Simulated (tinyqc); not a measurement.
p-n junction with a stepped n side, non-linear Poisson equation by Newton steps: one step of the calculation.

One dimension, p side on the left, n side on the right; net doping C = -Na for x < 0, +N1 for 0 < x < L1 and +Nd beyond. The potential psi is counted from the intrinsic level, and the quasi-Fermi potentials are flat: 0 for holes and -V for electrons, so n = ni exp((psi + V)/Vt) and p = ni exp(-psi/Vt) (Boltzmann statistics, full ionisation, no current).

Question. Converged densities, field and charge. n and p as above; field E_i = -(psi_(i+1) - psi_i)/h_i on each interval; charge on either side of the peak Q = eps0 eps_r |E|max (Gauss).

Parameters, values chosen for the exercise; band and dielectric values those of a made-up semiconductor: temperature T = 400 K; relative permittivity eps_r = 13.7; bias of the p side against the n side V = 0.16 V.

Constants: q = 1.602176634e-19 C, kB = 1.380649e-23 J/K, Vt = kB T/q, eps0 = 8.8541878128e-14 F/cm where lengths are in cm. Results are converted to the units shown.

```
node  x (nm)  converged psi (V)  net doping C (cm^-3)
0       -161        -0.48468172               -6.6e17
1       -110        -0.48467653               -6.6e17
2      -71.9        -0.48444996               -6.6e17
3      -43.4        -0.47873652               -6.6e17
4        -22        -0.40070901               -6.6e17
5         -6        -0.10436838               -6.6e17
6          6         0.26433697                1.6e18
7       19.2         0.34360674                1.6e18
8       33.8         0.30874647                3.2e17
9       49.8         0.30148308                3.2e17
10      67.5         0.30002986                3.2e17
11        87         0.29977399                3.2e17
12       108         0.29973469                3.2e17
13       132         0.29972936                3.2e17
14       158         0.29972872                3.2e17
```

ni = 5.1620605e11 cm^-3

Wanted: n; p; field E; peak |E|; charge Q.

Answer.

```
node  n (cm^-3)  p (cm^-3)
0       4.188e7   6.600e17
1       4.189e7   6.599e17
2       4.216e7   6.556e17
3       4.976e7   5.554e17
4       4.787e8   5.775e16
5      2.593e12   1.066e13
6      1.146e17    2.412e8
7      1.143e18    2.419e7
8      4.157e17    6.649e7
9      3.367e17    8.209e7
10     3.228e17    8.563e7
11     3.204e17    8.627e7
12     3.201e17    8.636e7
13     3.200e17    8.638e7
14     3.200e17    8.638e7
```

field E, interval 0 to 13 (kV/cm): 0.0  -0.1  -2.0  -36.5  -185.2  -307.3  -60.1  23.9  4.5  0.8  0.1  0.0  0.0  0.0
peak |E| = 307.3 kV/cm
charge Q = 372.7 nC/cm^2

Computed by the program tinyqc: `OMP_NUM_THREADS=1 python tinyqc.py 2000105 2000106 out.jsonl`, one thread of a shared Intel Xeon 2.30GHz, about 0.03 s for the whole run.
